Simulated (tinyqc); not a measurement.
Bloch-Grueneisen resistivity of a metal: one step, computed by the program tinyqc.

Electrons scatter from a Debye spectrum of phonons (n = 5 for scattering within one band, n = 3 for scattering into a second, heavy band) and from static defects.

Question. The integral and the phonon part. J_n(y) = int_0^y x^n e^x/(e^x - 1)^2 dx, by 96 Gauss-Legendre points (upper limit at most 60). rho_ph = (n - 1) rho_1 (T/Theta)^n J_n(Theta/T), with rho_1 = 2 pi lambda_tr k_B Theta/(hbar eps_0 w_p^2), the high-temperature line at T = Theta.

Inputs (values chosen for the exercise, modelled on tungsten): exponent n = 5; Debye temperature Theta = 343 K; temperature T = 40 K.

Addition: T^2 term.

rho_1 = 6.476766 microohm cm

Give: Theta/T; J_n; phonon resistivity rho_ph.

Answer.

Theta/T = 8.575

J_n = 107.14

phonon resistivity rho_ph = 0.059871 microohm cm

This is 7.93 % of the straight line rho_1 T/Theta.
